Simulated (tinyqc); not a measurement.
# From floor rate over open-field rate back to aspect ratio A

Model: ion-assisted plasma etching: sheath, surface coverage, synergy and aspect-ratio dependence. Computed by tinyqc, a small Python program. Command: `OMP_NUM_THREADS=1 python tinyqc.py 3018079 3018080 out.jsonl etch inv`. One thread of a shared host (Intel(R) Xeon(R) Processor @ 2.30GHz), about 0.02 s of CPU time with the checks.

Radicals adsorb on bare sites; ions remove covered sites with a high yield and bare sites by sputtering; a slow spontaneous reaction acts everywhere, walls included.

Inputs (values chosen for the exercise, close to those used for silicon dioxide in a fluorocarbon plasma): plasma density n_e = 1.7e+11 1/cm^3; electron temperature T_e = 3.9 eV; ion mass M_i = 69 u; sheath voltage V = 330 V; radical density n = 6.7e+12 1/cm^3; radical mass M_n = 19 u; gas temperature T_g = 400 K; sticking coefficient s = 0.55; radicals per removed unit x = 3; yield slope b = 0.18 eV^(-1/2); threshold E_th = 9.4 eV; sputter slope b_p = 0.018 eV^(-1/2); sputter threshold E_p = 37 eV; spontaneous reaction probability k_c = 3.8e-05; solid density N = 2.2e+22 1/cm^3; ion temperature T_i = 0.11 eV.

Feature: long trench.

Constants: e = 1.602176634e-19 C; u = 1.6605390666e-27 kg; k_B = 1.380649e-23 J/K; eps_0 = 8.8541878128e-12 F/m.

Method:
- Bohm speed u_B = sqrt(e T_e/M_i); ion flux G_i = 0.61 n_e u_B; radical flux G_n = n c/4 with c = sqrt(8 k_B T_g/(pi M_n)).
- Debye length lambda_D = sqrt(eps_0 T_e/(e n_s)) with n_s = 0.61 n_e, T_e in volts; Child-law sheath d = (sqrt2/3) lambda_D (2 V/T_e)^(3/4); ion energy E = V + T_e/2; angular spread = arctan(sqrt(T_i/E)).
- Yields: Y = b (sqrt(E) - sqrt(E_th)) on covered sites, Y_p = b_p (sqrt(E) - sqrt(E_p)) on bare ones (zero below threshold).
- Steady coverage: s G_n (1 - theta) = x Y G_i theta; removal flux = Y G_i theta + Y_p G_i (1 - theta) + k_c G_n; rate = flux/N, 1 cm/s = 6e8 nm/min.
- Lateral rate = k_c G_n/N; anisotropy = 1 - lateral/vertical; synergy = vertical/(ions alone + radicals alone), with ions alone Y_p G_i/N and radicals alone the lateral rate.
- Transmission of a long trench, rough form: K = (1 + ln(1 + A))/(1 + A + ln(1 + A)), walls that scatter diffusely without loss. With a loss probability S = s (1 - theta) at the floor, G_b/G_n = K/(K + S - K S); theta follows G_b, and the two are solved together. Ions are taken to reach the floor unshadowed; G_b replaces G_n in every term of the rate; A is depth over width.

Question. A run gave the result below. Find the aspect ratio A, known to lie between 11 and 24.

floor rate over open-field rate = 0.5896603

Answer.

Each step takes the trial c = (a f_b - b f_a)/(f_b - f_a), f being the result less the target and a, b, c the logarithms of the listed values; c replaces end b, the old b replaces a if the sign of f changed, and otherwise f_a is halved.

Scan of the range:
```
aspect ratio A  floor rate over open-field rate
11.0                                   0.604007
12.5                                   0.585723
14.3                                   0.566617
16.2                                   0.549124
18.5                                   0.530849
21.1                                   0.513190
24.0                                   0.496408
```

False position (Illinois rule, in the logarithm of the input) inside the bracket:
```
step    end a    end b    trial  floor rate over open-field rate
1     11.0000  12.5000  12.1606                         0.589653
2     11.0000  12.1606  12.1594                         0.589667
3     12.1606  12.1594  12.1600                         0.589660
```

Floor rate over open-field rate falls at every point of a 13-point scan of the range (every second point is shown), so one value fits; it is bracketed by 11.0 and 12.5. Answer: aspect ratio A = 12.16.

Caution: the trench transmission is an interpolation between the limits 1 and ln(A)/A, good to tens of per cent.
